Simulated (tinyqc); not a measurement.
Worked calculation: conductance of a narrow metal strip with scatterers (square lattice, Green functions). Values are carried at full precision from step to step, so a last printed digit may differ when a step is redone from the rounded ones.

A strip of W sites across with hard walls, site energy 0 and hopping -t. Mode n = 1 to W has profile chi_n(j) = sqrt(2/(W + 1)) sin(n j pi/(W + 1)) and energy en = -2t cos(n pi/(W + 1)); E = en - 2t cos(kn a). With z_n = exp(i kn a) (Im k > 0 for closed modes, |z| < 1) each lead gives the self-energy -t z_n in mode n. One column carries the site energies v, here one foreign atom. In the mode basis V_nm = sum_j chi_n(j) v_j chi_m(j), G = (E - en + 2 t z_n - V)^-1, and t_nm = 2t sqrt(sin(kn a) sin(km a)) G_nm in size for open modes. T = sum |t_nm|^2, conductance (2e^2/h) T.

Constants: e^2/h = 3.874045865e-05 S.

Parameters, chosen for this exercise (hopping and spacing of the size met in Cu or Al; the lattice is a model; not measured data):
- t = 0.95 eV (hopping)
- a = 2.49 angstrom (spacing)
- W = 5 (sites across)
- E = 0.75 eV (Fermi energy)
- v = (-2.1, 0, 0, 0, 0) eV (site energies in the scattering column)

## Modes at the Fermi energy

For each n: en, cos(kn a) = (en - E)/(2t), z_n and the velocity 2 t a sin(kn a) (zero if closed).

Modes:
```
n  en (eV)  cos(k a)                  z  dE/dk (eV angstrom)
1  -1.6454  -1.26076           -0.49296               0.0000
2  -0.9500  -0.89474  -0.89474+0.44659i               2.1128
3   0.0000  -0.39474  -0.39474+0.91879i               4.3468
4   0.9500   0.10526   0.10526+0.99444i               4.7047
5   1.6454   0.47129   0.47129+0.88198i               4.1726
```

4 of 5 modes are open, so the clean strip has a resistance of 3227 ohm, whatever its length.

## The scatterer in the mode basis

Form V_nm.

V (eV), rows n=1, n=2, n=3, n=4, n=5 and columns alike:
```
[[-0.1750, -0.3031, -0.3500, -0.3031, -0.1750],
 [-0.3031, -0.5250, -0.6062, -0.5250, -0.3031],
 [-0.3500, -0.6062, -0.7000, -0.6062, -0.3500],
 [-0.3031, -0.5250, -0.6062, -0.5250, -0.3031],
 [-0.1750, -0.3031, -0.3500, -0.3031, -0.1750]]
```

A single site couples every mode that has amplitude on it.

## Green function and transmission

E - en + 2 t z_n = 2t (z_n - cos(kn a)). Invert, form |t_nm|^2 = (2t)^2 Im(z_n) Im(z_m) |G_nm|^2 and sum. The added resistance is 1/(2 (e^2/h) T) less the same for the clean strip.

G (1/eV), rows n=1, n=2, n=3, n=4, n=5 and columns alike:
```
[[0.6569-0.0358i, -0.1066+0.0852i, -0.0598+0.0478i, -0.0479+0.0382i, -0.0312+0.0249i],
 [-0.1066+0.0852i, 0.2536-0.8610i, 0.1423+0.1782i, 0.1139+0.1426i, 0.0741+0.0928i],
 [-0.0598+0.0478i, 0.1423+0.1782i, 0.0799-0.4728i, 0.0639+0.0800i, 0.0416+0.0521i],
 [-0.0479+0.0382i, 0.1139+0.1426i, 0.0639+0.0800i, 0.0512-0.4652i, 0.0333+0.0417i],
 [-0.0312+0.0249i, 0.0741+0.0928i, 0.0416+0.0521i, 0.0333+0.0417i, 0.0217-0.5696i]]
```

|t_nm|^2, rows n=1, n=2, n=3, n=4, n=5 and columns alike:
```
[[0, 0, 0, 0, 0],
 [0, 0.5801, 0.0771, 0.0534, 0.0201],
 [0, 0.0771, 0.7007, 0.0346, 0.0130],
 [0, 0.0534, 0.0346, 0.7820, 0.0090],
 [0, 0.0201, 0.0130, 0.0090, 0.9124]]
```

T = 3.3896
added resistance = 581 ohm

Mode 2 passes least (0.731) and mode 5 most (0.955); 12.2 % of the transmitted flux changes mode.

## Checks

- Transmitted plus reflected flux against the number of open modes: both 4.00000.

Run: tinyqc, `OMP_NUM_THREADS=1 python tinyqc.py 1482538 1482539 out.jsonl`; Intel(R) Xeon(R) Processor @ 2.30GHz, one thread, shared host; about 0.01 s of CPU time with all checks.
